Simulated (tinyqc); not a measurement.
Velocity overshoot from momentum and energy balance equations after a field step: one step, computed by the program tinyqc.

At t = 0 the field jumps from 0 to F in a uniform sample. v is the drift velocity and u = w - (3/2) k_B T the excess energy per carrier.

Question. Constants and steady state. dv/dt = e F/m - v/tau_m(u), du/dt = e F v - u/tau_E, tau_m(u) = tau_0/(1 + c u), tau_0 = m mu_0/e, c = mu_0/(e tau_E v_s^2); this choice gives the steady state v (1 + mu_0 F v/v_s^2) = mu_0 F, which saturates at v_s. Steady velocity v = 2 mu_0 F/(1 + sqrt(1 + 4 (mu_0 F/v_s)^2)); u = e F v tau_E; carrier temperature T + 2u/(3 k_B), neglecting the drift energy m v^2/2.

Inputs (values chosen for the exercise, modelled on holes in silicon except for tau_E):
```
quantity                      value        unit
effective mass m               0.41         m_0
low-field mobility mu_0         490  cm^2/(V s)
saturation velocity v_s        0.89    1e7 cm/s
energy relaxation time tau_E   0.52          ps
field after the step F           56       kV/cm
lattice temperature T           300           K
```

Scheme: explicit Euler.

Constants: m_0 = 9.1093837015e-31 kg; e = 1.602176634e-19 C; k_B = 8.617333262e-05 eV/K.

Give: tau_0; c; acceleration e F/m; steady velocity; steady excess energy; steady carrier temperature.

Answer.

tau_0 = 114.2 fs

c = 11.90 1/eV

acceleration e F/m = 0.02402 1e7 cm/s per fs

steady velocity = 0.7573 1e7 cm/s

steady excess energy = 0.2205 eV

steady carrier temperature = 2006 K

tau_E/tau_0 = 4.55, and in the steady state tau_m has shrunk to 31.5 fs.
